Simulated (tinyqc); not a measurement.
Two-step dopant diffusion (predeposition and drive-in) with a constant diffusivity: one step, computed by the program tinyqc. Command: `OMP_NUM_THREADS=1 python tinyqc.py 3027340 3027341 out.jsonl dopdiff walk`. One thread of a shared host (Intel(R) Xeon(R) Processor @ 2.30GHz), about 0.05 s of CPU time with the checks.

Fick diffusion into a half space x > 0 whose background doping C_B is of the opposite type, so that a junction lies where C = C_B.

Task: Thermal budget of the drive-in. (Dt)2 = D2 t2, t2 in seconds.

Inputs (values chosen for the exercise, modelled on gallium in silicon): predeposition temperature T1 = 950 C; drive-in temperature T2 = 1025 C; drive-in time t2 = 120 min.

Furnace ramps of the drive-in: none.

D2 = 2.795987e-14 cm^2/s

Give: drive-in budget (Dt)2.

Result:

drive-in budget (Dt)2 = 2.0131e-10 cm^2
